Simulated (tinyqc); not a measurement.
Standing waves and exposure in a photoresist film: one step. Interface coefficients. Three cases, with inputs chosen for the exercise.

Task: Form N1, r01, t01 and r12.

Normal incidence from air. Unexposed resist: N1 = n1 + i k1 with k1 = (A + B) lam/(4 pi), lam in micrometres. r01 = (1 - N1)/(1 + N1), t01 = 2/(1 + N1). Substrate Ns = ns + i ks: r12 = (N1 - Ns)/(N1 + Ns). With p = exp(2 pi i N1 d/lam), the field at depth z is E(z) = t01 [exp(2 pi i N1 z/lam) + r12 p^2 exp(-2 pi i N1 z/lam)]/(1 + r01 r12 p^2), the relative intensity I(z) = n1 |E(z)|^2 and the reflectance R = |(r01 + r12 p^2)/(1 + r01 r12 p^2)|^2.

Give: N1; r01; t01; r12; |r12|^2.

Case 1.

Values chosen (a resist on Cu, indices near tabulated ones; not measured data): lam = 193 nm (vacuum wavelength); n1 = 1.679 (resist index); A = 0.13 1/micrometre (bleachable absorption (Dill A)); B = 1.18 1/micrometre (fixed absorption (Dill B)); d = 211 nm (resist thickness); ns = 0.981 (substrate n); ks = 1.419 (substrate k).

Result:

N1 = 1.67900+0.02012i
r01 = -0.2535-0.0056i
t01 = 0.7465-0.0056i
r12 = -0.0171-0.5166i
|r12|^2 = 0.2672

Next to the bottom the intensity swings by a factor ((1 + |r12|)/(1 - |r12|))^2 = 9.86 between antinode and node.

Case 2.

Values chosen (a resist on Al, indices near tabulated ones; not measured data): lam = 248 nm (vacuum wavelength); n1 = 1.741 (resist index); A = 0.03 1/micrometre (bleachable absorption (Dill A)); B = 0.9 1/micrometre (fixed absorption (Dill B)); d = 487 nm (resist thickness); ns = 0.192 (substrate n); ks = 2.893 (substrate k).

Result:

N1 = 1.74100+0.01835i
r01 = -0.2704-0.0049i
t01 = 0.7296-0.0049i
r12 = -0.4401-0.8243i
|r12|^2 = 0.8731

Next to the bottom the intensity swings by a factor ((1 + |r12|)/(1 - |r12|))^2 = 870 between antinode and node.

Case 3.

Values chosen (a resist on Al, indices near tabulated ones; not measured data): lam = 248 nm (vacuum wavelength); n1 = 1.758 (resist index); A = 0.06 1/micrometre (bleachable absorption (Dill A)); B = 1.01 1/micrometre (fixed absorption (Dill B)); d = 520 nm (resist thickness); ns = 0.19 (substrate n); ks = 2.879 (substrate k).

Result:

N1 = 1.75800+0.02112i
r01 = -0.2749-0.0056i
t01 = 0.7251-0.0056i
r12 = -0.4288-0.8287i
|r12|^2 = 0.8706

Next to the bottom the intensity swings by a factor ((1 + |r12|)/(1 - |r12|))^2 = 834 between antinode and node.

Computed by tinyqc, one run a case: `OMP_NUM_THREADS=1 python tinyqc.py N N+1 out.jsonl` with N = 1681516, 1681971, 1682218; one thread of a shared Intel(R) Xeon(R) Processor @ 2.30GHz, about 0.01 s a run at most.
